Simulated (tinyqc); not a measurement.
CIS and TDHF on RHF in the sto-3g basis, for B+, spin multiplicity 1, step by step. One step of it, computed by the program tinyqc.

Question. CIS matrix, triplets. A(ia,jb) = (e_a - e_i) d_ij d_ab - (ij|ab).

orbital energies (hartree): MO1 -7.986287, MO2 -0.849252, MO3 -0.200518, MO4 -0.200518, MO5 -0.200518

Two-electron integrals over orbitals (pq|rs), unique and non-zero (hartree):
```
(11|11) 2.897294    (21|11) -0.324303   (21|21) 0.057850    (22|11) 0.742479
(22|21) -0.018490   (22|22) 0.525885    (31|31) 0.021414    (32|31) 0.027489
(32|32) 0.112771    (33|11) 0.742089    (33|21) -0.011529   (33|22) 0.533524
(33|33) 0.586773    (41|41) 0.021414    (42|41) 0.027489    (42|42) 0.112771
(43|43) 0.031630    (44|11) 0.742089    (44|21) -0.011529   (44|22) 0.533524
(44|33) 0.523513    (44|44) 0.586773    (51|51) 0.021414    (52|51) 0.027489
(52|52) 0.112771    (53|53) 0.031630    (54|54) 0.031630    (55|11) 0.742089
(55|21) -0.011529   (55|22) 0.533524    (55|33) 0.523513    (55|44) 0.523513
(55|55) 0.586773
```

Give: CIS matrix A, triplet.

Answer.

CIS matrix A, triplet (hartree):
```
       1>3    1>4    1>5    2>3    2>4    2>5
1>3  7.044  0.000  0.000  0.012  0.000  0.000
1>4  0.000  7.044  0.000  0.000  0.012  0.000
1>5  0.000  0.000  7.044  0.000  0.000  0.012
2>3  0.012  0.000  0.000  0.115  0.000  0.000
2>4  0.000  0.012  0.000  0.000  0.115  0.000
2>5  0.000  0.000  0.012  0.000  0.000  0.115
```
